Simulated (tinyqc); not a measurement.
Nuclear against electronic stopping over energy: ion implantation: universal nuclear stopping, Lindhard-Scharff electronic stopping and a Gaussian range profile. Computed by tinyqc, a small Python program. Command: `OMP_NUM_THREADS=1 python tinyqc.py 3017457 3017458 out.jsonl implant walk`. One thread of a shared host (Intel(R) Xeon(R) Processor @ 2.30GHz), about 0.09 s of CPU time with the checks.

An ion slows by elastic collisions with screened nuclei and by friction with electrons; channelling is ignored and the target is uniform.

Inputs (values chosen for the exercise, modelled on arsenic ions in diamond):

| quantity | value | unit |
|---|---|---|
| ion atomic number Z1 | 33 | - |
| ion mass M1 | 75 | u |
| target atomic number Z2 | 6 | - |
| target mass M2 | 12.01 | u |
| target density N | 176.3 | 1/nm^3 |
| scale factor of electronic stopping k | 1.4 | - |

Method:
- Reduced energy eps = 32.53 M2 E/(Z1 Z2 (M1 + M2)(Z1^0.23 + Z2^0.23)), E in keV; s_n = ln(1 + 1.1383 eps)/(2 (eps + 0.01321 eps^0.21226 + 0.19593 eps^0.5)) for eps up to 30 and ln(eps)/(2 eps) above; S_n = 8.462 Z1 Z2 M1 s_n/((M1 + M2)(Z1^0.23 + Z2^0.23)) in 1e-15 eV cm^2.
- S_e = k 3.83 Z1^(7/6) Z2/(Z1^(2/3) + Z2^(2/3))^(3/2) sqrt(E/M1) in 1e-15 eV cm^2, E in keV.
- Path length R = int_0^E dE'/(N (S_n + S_e)); energy lost to nuclei nu = int_0^E S_n/(S_n + S_e) dE' (both with E' = E y^3 and 64 Gauss-Legendre points in y).

Stopping (1e-15 eV cm^2) and range:

| E (keV) | eps | S_n | S_e | R (nm) | nu/E |
|---|---|---|---|---|---|
| 1 | 6.0555e-03 | 51.40 | 4.382 | 2.20 | 0.92219 |
| 2 | 1.2111e-02 | 67.96 | 6.198 | 3.07 | 0.92054 |
| 5 | 3.0278e-02 | 92.47 | 9.799 | 4.97 | 0.91422 |
| 10 | 6.0555e-02 | 110.75 | 13.858 | 7.45 | 0.90518 |
| 20 | 1.2111e-01 | 125.94 | 19.599 | 11.62 | 0.89086 |
| 50 | 3.0278e-01 | 135.69 | 30.988 | 22.37 | 0.85932 |
| 100 | 6.0555e-01 | 131.32 | 43.824 | 38.86 | 0.81995 |
| 200 | 1.2111e+00 | 115.99 | 61.976 | 70.91 | 0.75915 |
| 500 | 3.0278e+00 | 84.99 | 97.993 | 165.43 | 0.63284 |

What does the comparison show, and why?

Nuclear stopping peaks near 50 keV among these rows (eps = 0.30; the universal curve peaks near 0.3). Electronic stopping overtakes it between 200 and 500 keV. The path length grows as E^0.48 at the low end and E^0.92 at the high end; constant stopping would give E^1, and stopping that rises with E, be it nuclear (below its peak) or electronic, gives a lower exponent.

Extremes, crossings and ranges named in words are read from the listed rows.
